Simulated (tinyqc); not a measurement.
## Voltage drop against the resistance from a pad node to the supply

A grid of 25 by 25 nodes with segments Rx (rows) and Ry (columns); every node draws I1 and the central node kh I1; pads with resistance Rp sit at the nodes whose row and column are multiples of the pitch, counting from 0. The drops u = Vdd - V follow from G u = i, with G the conductance matrix and i the load currents, solved directly. Here the pitch is 8.

Inputs (values chosen for the exercise):
```
symbol,value,unit,meaning
Vdd,0.75,V,supply voltage
Rx,0.28,ohm,resistance of a horizontal segment
Ry,0.53,ohm,resistance of a vertical segment
kh,8,,factor on the load at the hot node
I1,0.7,mA,load current of a node in the large grid
```

Voltage drop against the resistance from a pad node to the supply:

| Rp (ohm) | pads | worst drop (mV) | mean drop (mV) | largest drop at a pad (mV) | largest pad current (mA) | worst drop over Vdd (%) |
|---|---|---|---|---|---|---|
| 0.004 | 16 | 8.541 | 5.826 | 0.1687 | 42.18 | 1.139 |
| 0.008 | 16 | 8.687 | 5.949 | 0.3360 | 42.01 | 1.158 |
| 0.016 | 16 | 8.976 | 6.195 | 0.6667 | 41.67 | 1.197 |
| 0.032 | 16 | 9.546 | 6.683 | 1.313 | 41.04 | 1.273 |
| 0.064 | 16 | 10.66 | 7.649 | 2.556 | 39.94 | 1.421 |
| 0.13 | 16 | 12.85 | 9.610 | 4.965 | 38.19 | 1.714 |
| 0.26 | 16 | 16.96 | 13.39 | 9.340 | 35.92 | 2.261 |

The worst drop rises from 8.54 to 17.0 mV and the mean drop rises from 5.83 to 13.4 mV. The worst drop goes as Rp^(0.02) between the first two rows and Rp^(0.40) between the last two.

Numbers from tinyqc (`OMP_NUM_THREADS=1 python tinyqc.py 2770204 2770205 out.jsonl`; about 0.3 s on one thread of a shared Intel Xeon 2.30GHz).
